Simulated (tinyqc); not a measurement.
Three-level Kane dispersion of a narrow-gap semiconductor: one step. Fermi level and mass at a given density. Three cases, with inputs chosen for the exercise.

Task: Compare EF - Ec with the parabolic value c kF^2/m0*.

Zero of energy at Gamma8, c = hbar^2/2m0, P^2 = Ep c. The free-electron term and remote bands are left out, so the heavy holes are flat at E = 0 and the other three bands obey E (E - Eg)(E + Dso) = P^2 k^2 (E + 2 Dso/3). The conduction band is the highest root; its edge is Ec = max(Eg, 0).

Degenerate electrons at T = 0: kF = (3 pi^2 n)^(1/3), 1 cm^-3 = 1e-24 angstrom^-3; EF is the highest root at kF. The momentum (cyclotron, optical) mass is m(E) = hbar^2 k/(dE/dk) = c d(k^2)/dE with d(k^2)/dE = k^2 [1/E + 1/(E - Eg) + 1/(E + Dso) - 1/(E + 2 Dso/3)]; the density of states is k d(k^2)/dE/(2 pi^2).

Edge mass m0* = Eg (Eg + Dso)/(Ep (Eg + 2 Dso/3)).
Constants: hbar^2/2m0 = 3.80998211 eV angstrom^2.

Case 1.

Values chosen (near those of GaSb; the results hold for these values, not for the real material): Eg = 0.773 eV (E(Gamma6) - E(Gamma8)); Dso = 0.73 eV (spin-orbit splitting); Ep = 25.7 eV (Kane energy); n = 1.3e+17 cm^-3 (electron density).

Case 2.

Values chosen (near those of InSb; the results hold for these values, not for the real material): Eg = 0.243 eV (E(Gamma6) - E(Gamma8)); Dso = 0.77 eV (spin-orbit splitting); Ep = 24.1 eV (Kane energy); n = 1.3e+18 cm^-3 (electron density).

Case 3.

Values chosen (a gap close to zero; the results hold for these values, not for the real material): Eg = 0.03 eV (E(Gamma6) - E(Gamma8)); Dso = 1.02 eV (spin-orbit splitting); Ep = 18.6 eV (Kane energy); n = 1.4e+18 cm^-3 (electron density).

Give: kF; EF - Ec; parabolic value; m(EF); m(EF)/m0*; density of states at EF.

Result:

Case 1.

kF = 0.01567 1/angstrom
EF - Ec = 0.0253 eV
parabolic value = 0.0261 eV
m(EF) = 0.03800 m0
m(EF)/m0* = 1.059
density of states at EF = 7.919e+18 1/(eV cm^3)

The parabola overstates EF - Ec by a factor of 1.03; (EF - Ec)/|Eg| = 0.03, and the two-level rule 1 + 2 (EF - Ec)/|Eg| = 1.066 estimates the mass ratio.

Case 2.

kF = 0.03376 1/angstrom
EF - Ec = 0.1901 eV
parabolic value = 0.3216 eV
m(EF) = 0.03189 m0
m(EF)/m0* = 2.362
density of states at EF = 1.432e+19 1/(eV cm^3)

The parabola overstates EF - Ec by a factor of 1.69; (EF - Ec)/|Eg| = 0.78, and the two-level rule 1 + 2 (EF - Ec)/|Eg| = 2.565 estimates the mass ratio.

Case 3.

kF = 0.03461 1/angstrom
EF - Ec = 0.2353 eV
parabolic value = 1.9132 eV
m(EF) = 0.03532 m0
m(EF)/m0* = 14.806
density of states at EF = 1.625e+19 1/(eV cm^3)

The parabola overstates EF - Ec by a factor of 8.13; (EF - Ec)/|Eg| = 7.84, and the two-level rule 1 + 2 (EF - Ec)/|Eg| = 16.687 estimates the mass ratio.

Computed by tinyqc, one run a case: `OMP_NUM_THREADS=1 python tinyqc.py N N+1 out.jsonl` with N = 1080549, 1080603, 1080613; one thread of a shared Intel(R) Xeon(R) Processor @ 2.30GHz, about 0.01 s a run at most.
